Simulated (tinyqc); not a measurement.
Lattice vibrations of a chain, step by step. One step of it, computed by the program tinyqc.

Problem. Frequencies. omega^2 are the eigenvalues; wavenumber = 521.4708 sqrt(eigenvalue) 1/cm.

D(q) (eV/(angstrom^2 u)):
$$\begin{pmatrix}
0.196413 & -0.333201 & 0.000000 & 0.124809+0.040553i \\
-0.333201 & 1.856061 & -0.351912 & 0.000000 \\
0.000000 & -0.351912 & 0.266667 & -0.157661 \\
0.124809-0.040553i & 0.000000 & -0.157661 & 0.405350
\end{pmatrix}$$

Give: eigenvalues; wavenumbers; weights |e|^2 of the mass-weighted modes.

Solution.

eigenvalues: [0.0737, 0.1192, 0.5417, 1.9899]

wavenumbers (1/cm): [141.6, 180.0, 383.8, 735.6]

weights |e|^2 of the mass-weighted modes, order atom 1, atom 2, atom 3, atom 4:
$$\begin{pmatrix}
0.7034 & 0.1476 & 0.1170 & 0.0320 \\
0.0363 & 0.0334 & 0.0013 & 0.9290 \\
0.1233 & 0.6478 & 0.1899 & 0.0389 \\
0.1370 & 0.1712 & 0.6918 & 0.0001
\end{pmatrix}$$
